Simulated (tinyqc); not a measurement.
Zener tunnelling in a reverse-biased junction, two-band WKB: two steps of the calculation.

Abrupt p-n junction, depletion approximation. Energies E are counted from the conduction-band edge of the neutral n side; its Fermi level lies at dn, that of the p side at dn - V, and the valence-band edge of the neutral p side at Em = dn + dp - V. Tunnelling needs 0 < E < Em. Two-band dispersion with equal masses m: inside the gap kappa = sqrt(m u (1 - u/Eg)/C), u the distance from a band edge, C = hbar^2/(2 m0).

Values chosen for this exercise; band and dielectric values close to those of indium arsenide:
- T = 300 K (temperature)
- Eg = 0.346 eV (band gap)
- eps_r = 15.4 (relative permittivity)
- m = 0.024 m0 (band-edge mass of the two-band model)
- Na = 4.9e18 cm^-3 (acceptor density)
- Nd = 1e18 cm^-3 (donor density)
- V = -1.5 V (bias of the p side)
- nE = 11 (points of the energy grid)

Constants: q = 1.602176634e-19 C, kB = 1.380649e-23 J/K, hbar = 1.054571817e-34 J s, h = 6.62607015e-34 J s, m0 = 9.1093837015e-31 kg, Vt = kB T/q, eps0 = 8.8541878128e-14 F/cm where lengths are in cm, hbar^2/(2 m0) = 0.0380998212 eV nm^2. Results are converted to the units shown.

Problem 1. Width, field and exponent. W = sqrt(2 eps0 eps_r (Vbi - V)(1/Na + 1/Nd)/q), mean field F = (Vbi - V)/W, peak field 2 F. In a uniform field F the exponent is S = pi sqrt(m/C) Eg^1.5/(4 F). Transverse energy Et = C kt^2/m raises it to S (1 + 4 Et/Eg), so T = exp(-S) exp(-Et/Eb) with Eb = Eg/(4 S). KJ = (2 q^2/h) m/(4 pi C) (times 1e14 for A/cm^2 per eV^2).

Vbi = 0.50226752 V

Give: W; mean field; S; exp(-S); Eb; tunnelling length Eg/F.

Solution 1.

W = 64.06 nm
mean field = 0.3126 MV/cm
S = 4.059
exp(-S) = 0.01727
Eb = 21.31 meV
tunnelling length Eg/F = 11.07 nm

Problem 2. Current density on a coarse grid. J = KJ exp(-S) Eb times the integral from 0 to Em of [f(E - dn) - f(E - dn + V)] [1 - exp(-min(E, Em - E)/Eb)] dE, f(x) = 1/(1 + exp(x/Vt)), with S and Eb from the mean field; J > 0 flows from p to n. Simpson's rule on nE equally spaced points from 0 to Em.

dn = 0.15695324 eV
dp = -6.8572253e-4 eV
S = 4.0589119
Eb = 21.311130 meV

Give: E; difference of the f; transverse factor; integral; KJ; J.

Solution 2.

```
point,E (eV),difference of the f,transverse factor
0,0.0000,-0.0023,0.0000
1,0.1656,-0.5831,0.9996
2,0.3313,-0.9988,1.0000
3,0.4969,-1.0000,1.0000
4,0.6625,-1.0000,1.0000
5,0.8281,-1.0000,1.0000
6,0.9938,-1.0000,1.0000
7,1.1594,-1.0000,1.0000
8,1.3250,-1.0000,1.0000
9,1.4906,-0.9984,0.9996
10,1.6563,-0.5066,0.0000
```

integral = -1.4532 eV
KJ = 3.8839e8 A/(cm^2 eV^2)
J = -2.0770e5 A/cm^2

Range of the model: Parabolic densities of states, no band tails and no gap narrowing, all of which matter at such doping.

Computed by the program tinyqc: `OMP_NUM_THREADS=1 python tinyqc.py 2620146 2620147 out.jsonl`, one thread of a shared Intel Xeon 2.30GHz, about 0.02 s for the whole run.
